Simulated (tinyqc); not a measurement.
# Charge pumping in an n-channel transistor: scanning the upper gap with the fall time

The gate is pulsed from accumulation to inversion and back. Energies E are counted from the intrinsic level; Dit(E) = D0 [1 + b (2 E/Eg)^2]. During each edge the traps near the bands emit their carriers, and those between Eh and Ee recombine once a cycle.

ni = sqrt(Nc Nv) exp(-Eg/(2 Vt)), Eg in volts; emission times te = (dV/Va) tf and th = (dV/Va) tr; Ee = -Vt ln(vth sn ni te), Eh = +Vt ln(vth sp ni th). Nit = integral of Dit from Eh to Ee = D0 [Ee - Eh + 4 b (Ee^3 - Eh^3)/(3 Eg^2)], Qcp = q A Nit, Icp = f Qcp.

Inputs (values chosen for the exercise); band and dielectric values close to those of silicon: temperature T = 300 K; band gap Eg = 1.14 eV; conduction-band density of states at 300 K Nc = 2.81e19 cm^-3; valence-band density of states at 300 K Nv = 2.66e19 cm^-3; gate area A = 0.25 um^2; trap density at midgap D0 = 1.9e11 cm^-2 eV^-1; rise of the trap density towards the band edges b = 0; cross-section for electrons sn = 2.1e-15 cm^2; cross-section for holes sp = 1.6e-15 cm^2; thermal velocity at 300 K, one nominal value for electrons and holes vth = 1.4e7 cm/s; Vth - Vfb dV = 0.65 V; pulse height Va = 3 V; frequency f = 21000 Hz; rise time tr = 4200 ns.

Constants: q = 1.602176634e-19 C, kB = 1.380649e-23 J/K, Vt = kB T/q. Results are converted to the units shown.

The same in every row: Eh (eV) = -0.2280.

Scanning the upper gap with the fall time:

| tf (ns) | Ee (eV) | Nit (cm^-2) | Icp (pA) |
|---|---|---|---|
| 1.1 | 0.4341 | 1.258e11 | 1.058 |
| 4.5 | 0.3977 | 1.189e11 | 0.9999 |
| 18 | 0.3619 | 1.121e11 | 0.9427 |
| 72 | 0.3260 | 1.053e11 | 0.8854 |
| 290 | 0.2900 | 9.842e10 | 0.8278 |
| 1100 | 0.2556 | 9.187e10 | 0.7727 |
| 4600 | 0.2186 | 8.484e10 | 0.7136 |
| 18000 | 0.1833 | 7.814e10 | 0.6573 |

Ee falls from 0.434 to 0.183 eV, by Vt ln 10 a decade, and Icp falls from 1.06 to 0.657 pA. The slope -dNit/d(ln tf)/Vt gives Dit = 1.90e11 cm^-2 eV^-1 near E = 0.416 eV and 1.90e11 near 0.201 eV: constant, as the profile is flat.

Range of the model: The Fermi levels of inversion and accumulation are taken to lie beyond Ee and Eh, the flat tops to fill all traps, and no geometric current is added.

Computed by the program tinyqc: `OMP_NUM_THREADS=1 python tinyqc.py 2030125 2030126 out.jsonl`, one thread of a shared Intel Xeon 2.30GHz, about 0.01 s for the whole run.
